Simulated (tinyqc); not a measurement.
Worked calculation: density of states of one tight-binding band on the simple cubic lattice. Values are carried at full precision from step to step, so a last printed digit may differ when a step is redone from the rounded ones.

E(k) = -2 t (c1 + c2 + c3) - 4 t2 (c1 c2 + c2 c3 + c3 c1) with ci = cos(2 pi ki); k in fractions of the reciprocal vectors, mesh k_i = j/N with j = 0 .. N-1. Densities are per cell and per spin, so the band holds one state.

Parameters, chosen for this exercise:
- t = 2.14 eV (nearest hopping)
- t2 = 0.03 eV (second hopping)
- N = 4 (mesh points along each axis)
- bins = 8 (bins of the histogram)
- E_lo = -13.213 eV (lower end of the histogram)
- E_hi = 12.517 eV (upper end)
- E = -0.56 eV (energy at which the density is wanted)
- sigma = 0.214 eV (Gaussian width)

## Energies on the mesh

Evaluate the band at all 64 points and collect equal values.

Distinct energies:
```
E_k (eV)  points
-13.2000       1
-8.6800        6
-4.2800       12
-4.1600        3
0.0000         8
0.1200        12
4.2800        12
4.4000         3
8.4400         6
12.4800        1
```

The 64 points give 10 distinct energies between -13.2000 and 12.4800 eV; a dense mesh gives a band from -13.200 to 12.480 eV.

## Histogram

Count the points in equal bins from E_lo to E_hi; g = count/(all points x bin width).

Histogram:
```
from (eV)  to (eV)  points  g (1/eV)
-13.2130   -9.9968       1    0.0049
-9.9968    -6.7805       6    0.0291
-6.7805    -3.5642      15    0.0729
-3.5642    -0.3480       0    0.0000
-0.3480     2.8683      20    0.0972
2.8683      6.0845      15    0.0729
6.0845      9.3008       6    0.0291
9.3008     12.5170       1    0.0049
```

Empty bins: 1 of 8; the fullest holds 20 points. Empty bins inside the band come from the coarse mesh, not from gaps.

## Gaussian broadening at one energy

Gaussian broadening: g(E) = mean over the mesh of exp(-(E - E_k)^2/(2 sigma^2))/(sigma sqrt(2 pi)), n(E) = mean of erfc((E_k - E)/(sigma sqrt 2))/2.

Sum over the distinct energies with their counts.

n(E) = 0.3444
g(E) = 0.0098 1/eV

## One tetrahedron of the mesh

For corner energies e1 <= e2 <= e3 <= e4 and eij = ei - ej, the share of the tetrahedron below E is n = (E - e1)^3/(e21 e31 e41) for e1 < E < e2; n = [e21^2 + 3 e21 x + 3 x^2 - (e31 + e42) x^3/(e32 e42)]/(e31 e41) with x = E - e2 for e2 < E < e3; n = 1 - (e4 - E)^3/(e41 e42 e43) for e3 < E < e4; its density of states is g = dn/dE.

corner energies, sorted (eV): -4.2800  0.0000  4.2800  8.4400

Find its share below E and its density of states at E.

n = 0.1105
g = 0.0891 1/eV

E lies between corners 1 and 2.

## Sum over all linear tetrahedra

Each cube of the mesh, corners numbered 0 to 7 as the binary number (i j l), is cut into six tetrahedra around the diagonal 0-7: 0137, 0157, 0237, 0267, 0457, 0467. For corner energies e1 <= e2 <= e3 <= e4 and eij = ei - ej, the share of the tetrahedron below E is n = (E - e1)^3/(e21 e31 e41) for e1 < E < e2; n = [e21^2 + 3 e21 x + 3 x^2 - (e31 + e42) x^3/(e32 e42)]/(e31 e41) with x = E - e2 for e2 < E < e3; n = 1 - (e4 - E)^3/(e41 e42 e43) for e3 < E < e4; its density of states is g = dn/dE.

Average n and g over all pieces of the mesh. The reference uses the same method with N = 36.

n(E) = 0.4467
g(E) = 0.0868 1/eV
reference n(E) = 0.458
reference g(E) = 0.067 1/eV

On this mesh the linear method errs by +0.020 1/eV in g and -0.011 in n; the Gaussian sum erred by -0.057 and -0.113.

## Checks

- States below the top of the band by the linear method against one: both 1.000000.

(tinyqc, `OMP_NUM_THREADS=1 python tinyqc.py 1652161 1652162 out.jsonl`, Intel(R) Xeon(R) Processor @ 2.30GHz, 1 thread, shared host, about 0.2 s.)
